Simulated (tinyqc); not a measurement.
# Gate work function from the charge

Question. For an undoped double gate, Q = 8 eps0 eps_r Vt beta tan(beta)/ts with 0 < beta < pi/2, and at the source (Vg - dphi)/(2 Vt) - ln[(2/ts) sqrt(2 eps0 eps_r Vt/(q ni))] = ln(beta) - ln(cos beta) + 2 r beta tan(beta), r = eps_r tox/(eox ts). Find beta and dphi.

Inputs (values chosen for the exercise); material values close to those of gallium arsenide:

| symbol | value | unit | meaning |
|---|---|---|---|
| T | 250 | K | temperature |
| eps_r | 13 |  | relative permittivity of the semiconductor |
| eox | 7.76 |  | relative permittivity of the gate insulator |
| tox | 2.6 | nm | insulator thickness |
| ts | 12 | nm | body thickness |
| Vg | 0.61 | V | gate voltage |

Constants: q = 1.602176634e-19 C, kB = 1.380649e-23 J/K, Vt = kB T/q, eps0 = 8.8541878128e-14 F/cm where lengths are in cm. Results are converted to the units shown.

Qs = 0.021264693 nC/cm^2
ni = 5790.7967 cm^-3

Answer. beta tan(beta) rises from 0 without bound on the interval, so the charge fixes beta; the second relation is then explicit in dphi.

beta = 0.01134
dphi = 0.1000 V

tinyqc, about 0.01 s, one thread, Intel Xeon 2.30GHz (shared host): `OMP_NUM_THREADS=1 python tinyqc.py 2440005 2440006 out.jsonl`
